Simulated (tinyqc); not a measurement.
Worked calculation: lattice vibrations of a chain. One step of it, computed by the program tinyqc.

Task: Frequencies. omega^2 are the eigenvalues; wavenumber = 521.4708 sqrt(eigenvalue) 1/cm.

D(q) (eV/(angstrom^2 u)):
```
                     1                    2                    3                    4
1             0.435676            -0.101581  -0.059861+0.013380i  -0.445367+0.209574i
2            -0.101581             0.344262            -0.174925  -0.099727+0.022292i
3  -0.059861-0.013380i            -0.174925             0.605405            -0.546142
4  -0.445367-0.209574i  -0.099727-0.022292i            -0.546142             1.858521
```

Give: eigenvalues; wavenumbers; weights |e|^2 of the mass-weighted modes.

Result:

eigenvalues: 0.0046  0.4350  0.6278  2.1764

wavenumbers (1/cm): 35.3  344.0  413.2  769.3

weights |e|^2 of the mass-weighted modes:
```
        mode 1  mode 2  mode 3  mode 4
atom 1  0.3347  0.4106  0.1930  0.0617
atom 2  0.2864  0.5457  0.1678  0.0001
atom 3  0.2670  0.0191  0.6186  0.0954
atom 4  0.1119  0.0247  0.0206  0.8428
```
